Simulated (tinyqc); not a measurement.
Inputs raised by 2 %, one at a time: rapid thermal processing of a wafer: radiative balance, ramp and cooling, pattern effects, pyrometer error and spike budget. Computed by tinyqc, a small Python program. Command: `OMP_NUM_THREADS=1 python tinyqc.py 3112371 3112372 out.jsonl rtp sens`. One thread of a shared host (Intel(R) Xeon(R) Processor @ 2.30GHz), about 0.1 s of CPU time with the checks.

The wafer is opaque and uniform through its thickness unless said otherwise; temperatures in formulas are in kelvin (C + 273.15). sigma = 5.670374419e-12 W/(cm^2 K^4).

Inputs (values chosen for the exercise, modelled on a hot silicon wafer):
```
quantity                                              value         unit
wafer thickness d                                       625   micrometre
heat capacity per volume C                             2.02   J/(cm^3 K)
thermal conductivity k                                 0.24     W/(cm K)
emissivity eps of each face                            0.62            -
reflectivity of the chamber walls r                    0.14            -
gas heat-transfer coefficient h, both faces together    6.3  mW/(cm^2 K)
wall temperature T_w                                    300            K
process temperature                                     801            C
starting temperature                                    450            C
ramp rate                                                21          K/s
relative change of absorptivity over a pattern           11            %
period of the pattern                                   6.4           mm
pyrometer wavelength                                    4.5   micrometre
error of the assumed emissivity                         6.7            %
activation energy of the process E_a                   3.46           eV
```

Constants: k_B = 8.617333262e-05 eV/K; h = 6.62607015e-34 J s; c = 299792458 m/s; k_B = 1.380649e-23 J/K.

Method:
- Effective emissivity between parallel grey plates: eps_eff = 1/(1/eps + 1/(1 - r) - 1). Loss per area q(T) = 2 eps_eff sigma (T^4 - T_w^4) + h (T - T_w).
- Absorbed power during a ramp = q(T) + C d x ramp rate; thermal time constant tau = C d/(dq/dT), dq/dT = 8 eps_eff sigma T^3 + h; natural cooling rate q/(C d); front-to-back difference under one-sided heating at the end of the ramp = (absorbed power) d/(2 k).
- Cooling with the lamps off: C d dT/dt = -q(T), integrated adaptively (relative tolerance 1e-10).
- Spike anneal: linear ramp to the peak, then lamps off. Equivalent time at the peak = int exp(-(E_a/k_B)(1/T - 1/T_peak)) dt; estimate (k_B T^2/E_a)(1/ramp rate + 1/cooling rate). The ramp part uses 4000 trapezoid steps, the cooling part 4000 steps over 4 tau.
- Time within 50 K of the peak from the same curves.
- At steady state a sinusoidal change of absorbed power of relative amplitude a and period p gives the temperature amplitude a q/(dq/dT + k d (2 pi/p)^2); healing length l = sqrt(k d/(dq/dT)); process change = E_a dT/(k_B T^2). Emissivity is taken as unchanged.
- Signal proportional to eps/(exp(c2/(lambda T)) - 1), c2 = h c/k_B. If the assumed emissivity is too high by the given error, the reading T' solves (1 + error)/(exp(c2/(lambda T')) - 1) = 1/(exp(c2/(lambda T)) - 1). Wien estimate: T' - T = -lambda T^2 ln(1 + error)/c2. Process rates go as exp(-E_a/(k_B T)).

Runs; columns: (1) input moved; (2) from; (3) to; (4) holding power q (W/cm^2); (5) equivalent time, total (s); (6) amplitude (K); (7) reading less true temperature (K):
```
(1)                                                                  (2)     (3)     (4)     (5)     (6)      (7)
base run                                                               -       -  13.328  1.5802  0.9881  -21.795
wafer thickness d (micrometre)                                       625   637.5  13.328  1.5858  0.9692  -21.795
reflectivity of the chamber walls r                                 0.14  0.1428  13.310  1.5805  0.9868  -21.795
gas heat-transfer coefficient h, both faces together (mW/(cm^2 K))   6.3   6.426  13.425  1.5780  0.9952  -21.795
activation energy of the process E_a (eV)                           3.46  3.5292  13.328  1.5503  0.9881  -21.795
period of the pattern (mm)                                           6.4   6.528  13.328  1.5802  1.0270  -21.795
thermal conductivity k (W/(cm K))                                   0.24  0.2448  13.328  1.5802  0.9692  -21.795
error of the assumed emissivity (%)                                  6.7   6.834  13.328  1.5802  0.9881  -22.208
```

Exponents ln(y'/y) / ln(x'/x):
```
input                                                 holding power q  equivalent time, total  amplitude  reading less true temperature
wafer thickness d                                               0.000                   0.178     -0.975                           0.00
reflectivity of the chamber walls r                            -0.068                   0.012     -0.066                           0.00
gas heat-transfer coefficient h, both faces together            0.368                  -0.068      0.364                           0.00
activation energy of the process E_a                            0.000                  -0.965      0.000                           0.00
period of the pattern                                           0.000                   0.000      1.948                           0.00
thermal conductivity k                                          0.000                   0.000     -0.975                           0.00
error of the assumed emissivity                                 0.000                   0.000      0.000                           0.95
```

Among the inputs moved here: holding power q answers most in size to gas heat-transfer coefficient h, both faces together (exponent +0.368), next to reflectivity of the chamber walls r (-0.068); its exponent is below 0.0005 for wafer thickness d, activation energy of the process E_a, period of the pattern, thermal conductivity k, error of the assumed emissivity. Equivalent time, total answers most in size to activation energy of the process E_a (exponent -0.965), next to wafer thickness d (+0.178); its exponent is below 0.0005 for period of the pattern, thermal conductivity k, error of the assumed emissivity. Amplitude answers most in size to period of the pattern (exponent +1.948), next to wafer thickness d (-0.975); its exponent is below 0.0005 for activation energy of the process E_a, error of the assumed emissivity. Its exponent +1.948 in period of the pattern: conduction smooths short periods. Reading less true temperature answers most in size to error of the assumed emissivity (exponent +0.950); its exponent is below 0.0005 for wafer thickness d, reflectivity of the chamber walls r, gas heat-transfer coefficient h, both faces together, activation energy of the process E_a, period of the pattern, thermal conductivity k.

Caution (all rows): below about 600 C lightly doped silicon is partly transparent at this wavelength, so its emissivity is not yet the hot value early in the ramp.
